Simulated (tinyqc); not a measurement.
Worked calculation: coherent transport through a tight-binding region between two chains. One step of it, computed by the program tinyqc.

Task: Transmission at E = -0.81 eV. Surface Green function g = (E - i sqrt(4 t^2 - E^2)) / (2 t^2); self-energy tc^2 g on each contact site; G = (E - H - Sigma)^(-1); Gamma = -2 Im Sigma; T = Gamma_L Gamma_R |G_LR|^2; local density of states -Im G_ii / pi.

H of the central region (eV):
```
[[0.000000, -0.540000, 0.000000, 0.000000],
 [-0.540000, 0.000000, -0.680000, 0.000000],
 [0.000000, -0.680000, 0.000000, -0.940000],
 [0.000000, 0.000000, -0.940000, 0.000000]]
```

Leads: semi-infinite chains with site energy 0:
```
parameter                           value
lead hopping t (eV)              1.010000
coupling to the left lead (eV)   1.500000
coupling to the right lead (eV)  0.350000
left contact site                       1
right contact site                      4
```

E = -0.810000 eV

Give: g; G; local density of states; transmission.

Result:

g = -0.3970-0.9070i 1/eV

G (1/eV):
```
[[0.0506-0.4750i, 0.0490-0.1180i, 0.0182+0.2366i, -0.0198+0.2893i],
 [0.0490-0.1180i, -0.4535-0.1669i, 0.8915-0.1052i, 1.0963+0.0302i],
 [0.0182+0.2366i, 0.8915-0.1052i, 1.0475-0.3132i, 1.3216-0.1938i],
 [-0.0198+0.2893i, 1.0963+0.0302i, 1.3216-0.1938i, 0.3457-0.1888i]]
```

local density of states (1/eV): [0.1512, 0.0531, 0.0997, 0.0601]

transmission = 0.0762
